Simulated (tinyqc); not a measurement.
Configuration-coordinate model of carrier capture at a defect: one step. Optical transitions. Four cases, with inputs chosen for the exercise.

Problem. Vertical ionisation from the trapped minimum costs ET + ER; vertical capture from the free minimum releases ET - ER (none if negative); the band has a standard deviation sqrt(S hw^2 coth(hw/2kT)) with S = ER/hw, and a full width 2.35482 times that.

Two parabolas of equal curvature k in one coordinate Q: with the carrier free at the band edge, U_f = k Q^2/2; with the carrier trapped, U_t = k (Q - dQ)^2/2 - ET. ER = k dQ^2/2, Huang-Rhys factor S = ER/hw, hw = 0.0646541 sqrt(k/M) eV for k in eV/angstrom^2 and M in u. The curves cross at a height Eb = (ER - ET)^2/(4 ER) above the free minimum.

Constants: kB = 8.617333262e-05 eV/K.

Give: energies; coth(hw/2kT); standard deviation; full width.

Case 1.

Values chosen (of the size met at a vacancy centre in SiC; not measured data): ET = 1.09 eV (thermal depth of the level below the band edge); ER = 0.49 eV (relaxation energy); hw = 0.043 eV (phonon energy of the mode); T = 350 K (temperature).

Solution.

energies (eV): ionisation peak 1.580, zero-phonon 1.090, emission peak 0.600

coth(hw/2kT) = 1.6328
standard deviation = 0.1855 eV
full width = 0.4368 eV

Radiative capture would peak at 0.600 eV. The optical peak exceeds the thermal depth by a factor 1.45.

Case 2.

Values chosen (of the size met at a vacancy centre in SiC; not measured data): ET = 1.17 eV (thermal depth of the level below the band edge); ER = 0.21 eV (relaxation energy); hw = 0.038 eV (phonon energy of the mode); T = 400 K (temperature).

Solution.

energies (eV): ionisation peak 1.380, zero-phonon 1.170, emission peak 0.960

coth(hw/2kT) = 1.9943
standard deviation = 0.1262 eV
full width = 0.2971 eV

Radiative capture would peak at 0.960 eV. The optical peak exceeds the thermal depth by a factor 1.18.

Case 3.

Values chosen (of the size met at an oxide trap near a Si / SiO2 interface; not measured data): ET = 0.35 eV (thermal depth of the level below the band edge); ER = 0.58 eV (relaxation energy); hw = 0.049 eV (phonon energy of the mode); T = 350 K (temperature).

Solution.

energies (eV): ionisation peak 0.930, zero-phonon 0.350, emission peak -0.230

coth(hw/2kT) = 1.4906
standard deviation = 0.2058 eV
full width = 0.4847 eV

Vertical capture would need energy: there is no luminescence peak (at most a tail of the broadened line), and a carrier freed by light must cross the barrier Eb to return, here only 0.023 eV. The optical peak exceeds the thermal depth by a factor 2.66.

Case 4.

Values chosen (of the size met at a DX centre in AlGaAs; not measured data): ET = 0.1 eV (thermal depth of the level below the band edge); ER = 0.75 eV (relaxation energy); hw = 0.011 eV (phonon energy of the mode); T = 300 K (temperature).

Solution.

energies (eV): ionisation peak 0.850, zero-phonon 0.100, emission peak -0.650

coth(hw/2kT) = 4.7711
standard deviation = 0.1984 eV
full width = 0.4672 eV

Vertical capture would need energy: there is no luminescence peak (at most a tail of the broadened line), and a carrier freed by light must cross the barrier Eb to return or tunnel through it; where tunnelling is slow this gives persistent photoconductivity at low temperature. The optical peak exceeds the thermal depth by a factor 8.50.

Computed by tinyqc, one run a case: `OMP_NUM_THREADS=1 python tinyqc.py N N+1 out.jsonl` with N = 1451422, 1451841, 1452330, 1452390; one thread of a shared Intel(R) Xeon(R) Processor @ 2.30GHz, about 0.01 s a run at most.
